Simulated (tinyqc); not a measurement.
Haynes-Shockley experiment: drift, diffusion and decay of a minority-carrier pulse: one step, computed by the program tinyqc.

A thin sheet of excess carriers is made at x = 0, t = 0 in a long uniform bar; injection is low, so the pulse moves with the minority mobility.

Problem. Shape in time. dn(x, t) = N0/sqrt(4 pi D t) exp(-(x - v t)^2/(4 D t) - t/tau). Times are 0.7, 0.8, 0.9, 0.95, 1, 1.05, 1.1, 1.2 and 1.4 t_p.

Inputs (values chosen for the exercise, modelled on holes in n-type germanium in a lightly doped bar): lifetime tau = 25 microsecond; temperature T = 250 K; distance d to the collector = 0.24 cm; injected sheet density N0 = 1.7e+10 1/cm^2.

time of the peak t_p = 49.08921 microsecond

D = 39.20887 cm^2/s

drift velocity v = 4004 cm/s

peak density = 1.200636e+10 1/cm^3

Give: the table «Signal at d» with the columns t (microsecond), dn (1/cm^3), dn/peak, for t/t_p = 0.70, 0.80, 0.90, 0.95, 1.00, 1.05, 1.10, 1.20, 1.40.

Solution.

Signal at d:
```
t/t_p  t (microsecond)  dn (1/cm^3)  dn/peak
0.70            34.362   4.7202e+09   0.3931
0.80            39.271   8.3556e+09   0.6959
0.90            44.180   1.1078e+10   0.9227
0.95            46.635   1.1780e+10   0.9811
1.00            49.089   1.2006e+10   1.0000
1.05            51.544   1.1802e+10   0.9829
1.10            53.998   1.1243e+10   0.9364
1.20            58.907   9.4394e+09   0.7862
1.40            68.725   5.2707e+09   0.4390
```

At 0.9 and 1.1 t_p the signal is 0.923 and 0.936 of its peak.
